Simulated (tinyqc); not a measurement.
Worked calculation: coherent transport through a tight-binding region between two chains. Computed by tinyqc, a small Python program that keeps every step. Settings: temperature = 300, mu = -0.03. Command: `OMP_NUM_THREADS=1 python tinyqc.py 21088 21089 out.jsonl` (the two numbers bound the seeds that draw the settings). One thread of a shared host (Intel(R) Xeon(R) Processor @ 2.60GHz), about 0.1 s of CPU time with the checks.

## Transmission at E = -0.9 eV

H of the central region (eV), lower triangle:
```
           1          2          3          4          5         6
1   0.000000
2  -1.430000   0.370000
3   0.000000  -1.070000   0.370000
4   0.000000   0.000000  -1.540000   0.370000
5   0.000000   0.000000   0.000000  -1.070000   0.370000
6   0.000000   0.000000   0.000000   0.000000  -0.740000  0.000000
```

Leads: semi-infinite chains with site energy 0:
```
parameter                           value
lead hopping t (eV)              1.220000
coupling to the left lead (eV)   0.720000
coupling to the right lead (eV)  1.430000
left contact site                       1
right contact site                      6
```

E = -0.900000 eV

Surface Green function g = (E - i sqrt(4 t^2 - E^2)) / (2 t^2); self-energy tc^2 g on each contact site; G = (E - H - Sigma)^(-1); Gamma = -2 Im Sigma; T = Gamma_L Gamma_R |G_LR|^2; local density of states -Im G_ii / pi.

g = -0.302338-0.761875i 1/eV

G (1/eV), lower triangle:
```
                     1                    2                   3                   4
1   0.879587-0.805611i
2   0.933978-0.661667i   0.302704-0.601871i
3  -0.066970+0.291315i   0.045650+0.169913i  0.143685-0.187655i
4  -0.704161+0.699970i  -0.172674+0.558306i  0.736127-0.272811i  0.727040-0.612895i
5  -0.739393+0.411529i  -0.270651+0.418115i  0.666921-0.053721i  0.738043-0.334810i
6  -0.250779-0.305845i  -0.214819-0.089705i  0.080181+0.302274i  0.215381+0.311605i

                     5                    6
5  -0.083872-0.320074i
6   0.140238-0.065199i  -0.070750-0.562460i
```

local density of states (1/eV): 0.256434  0.191582  0.059733  0.195090  0.101883  0.179037

transmission = 0.385025

## Transmission across the band

The same steps on a grid of energies.

T(E):
```
E (eV)              T
-2.31800000  0.006511
-2.08620000  0.156067
-1.85440000  0.398036
-1.62260000  0.211721
-1.39080000  0.356248
-1.15900000  0.779697
-0.92720000  0.426201
-0.69540000  0.216672
-0.46360000  0.171880
-0.23180000  0.199697
0.00000000   0.331486
0.23180000   0.666101
0.46360000   0.637473
0.69540000   0.338278
0.92720000   0.234487
1.15900000   0.243394
1.39080000   0.408593
1.62260000   0.939334
1.85440000   0.416889
2.08620000   0.142321
2.31800000   0.071615
```

levels of the isolated region (eV): -1.927538  -1.145448  -0.378295  0.710216  1.624867  2.596197

## Current

I = (2e/h) int T(E) [f(E - mu - V/2) - f(E - mu + V/2)] dE at 300 K with mu = -0.03 eV, the bias not changing H; 2e^2/h = 77.48092 microsiemens; the integral runs over the band on 4001 points.

Current:
```
V (volt)  I (microampere)
0.010000         0.239455
0.050000         1.198821
0.100000         2.407301
0.200000         4.891388
0.400000        10.371871
0.800000        23.826466
```
